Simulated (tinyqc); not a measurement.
Gamma, L and X subbands of a thin body with non-parabolic valleys, step by step. Values are carried at full precision from step to step, so a last printed digit may differ when a step is redone from the rounded ones.

Hard walls, flat band, c = hbar^2/2m0, energies from the bulk Gamma edge. For a valley at angle theta to the normal 1/m_z = cos^2/ml + sin^2/mt and m_d = sqrt(ml mt^2/m_z). Subband n starts at E_v + e with e (1 + a e) = c (n pi/t)^2/m_z, and its density-of-states mass is taken as m_d (1 + 2 a e), without further growth at higher in-plane energy. Groups are named by valley and degeneracy.

Constants: hbar^2/2m0 = 3.80998211 eV angstrom^2; kB = 8.617333262e-05 eV/K.

Values chosen for the exercise (near those of a thin GaAs channel; shifted at random, so the results belong to these values and not to a real crystal): face = 110 (surface); mG = 0.066 m0 (Gamma mass); aG = 0.58 1/eV (Gamma non-parabolicity); EL = 0.296 eV (L edge above Gamma); mL = (1.87, 0.075) m0 (L valleys (four, along <111>): ml, mt); EX = 0.462 eV (X edge above Gamma); mX = (1.322, 0.233) m0 (X valleys (three, along <100>): ml, mt); aS = 0.68 1/eV (non-parabolicity of L and X); t = 38 angstrom (body thickness); Ns = 4.2 x 1e12/cm^2 (sheet density); T = 300 K (temperature); eot = 7 angstrom (equivalent oxide thickness).

## Valley groups

List degeneracy, edge, m_z, m_d and a.

Groups:
```
group  g  E_v (eV)     m_z     m_d  a (1/eV)
G1     1     0.000  0.0660  0.0660      0.58
L2     2     0.296  0.2083  0.2247      0.68
L2'    2     0.296  0.0750  0.3745      0.68
X2     2     0.462  0.3962  0.4256      0.68
X1     1     0.462  0.2330  0.5550      0.68
```

## Subband edges

n = 1 to 8 for each group; list the ten lowest.

Subbands:
```
subband  g  E (eV)  DOS mass
G1 n=1   1  0.3310    0.0913
L2 n=1   2  0.4119    0.2601
X2 n=1   2  0.5250    0.4621
X1 n=1   1  0.5664    0.6338
L2' n=1  2  0.5860    0.5222
X2 n=2   2  0.6897    0.5574
L2 n=2   2  0.6903    0.3452
X1 n=2   1  0.8213    0.8262
X2 n=3   2  0.9144    0.6875
G1 n=2   1  0.9992    0.1425
```

The lowest subband is G1 n=1, 81 meV below L2 n=1; in the bulk the lowest valley is Gamma.

## Filling and quantum capacitance

n_i = g m/(2 pi c) kB T ln(1 + exp((EF - E_i)/kB T)), sum n_i = Ns (1e12/cm^2 = 1e-4/angstrom^2), c = hbar^2/2m0. Quantum capacitance Cq = 1602.176634 sum g m/(2 pi c) f_i in microfarad/cm^2 with f_i = 1/(1 + exp((E_i - EF)/kB T)); Cox = 34.5313/eot (one gate); C/Cox = Cq/(Cq + Cox), the centroid term left out.

Over the ten listed subbands, named by valley (G, L, X), degeneracy and number.

EF = 0.3878 eV

n_i in the order of the list (1e12/cm^2): 2.272  1.867  0.049  0.007  0.005  0.000  0.000  0.000  0.000  0.000

Cq = 15.73 microfarad/cm^2
Cox = 4.933 microfarad/cm^2
C/Cox = 0.761

EF lies 57 meV above the lowest edge; Gamma holds 54 % of the electrons. The low density of states costs 24 % of the gate capacitance.

## Checks

- Cq against the slope dNs/dEF by finite differences, microfarad/cm^2: both 15.73.

tinyqc: `OMP_NUM_THREADS=1 python tinyqc.py 1282564 1282565 out.jsonl`; about 0.06 s, one thread, shared Intel(R) Xeon(R) Processor @ 2.30GHz.
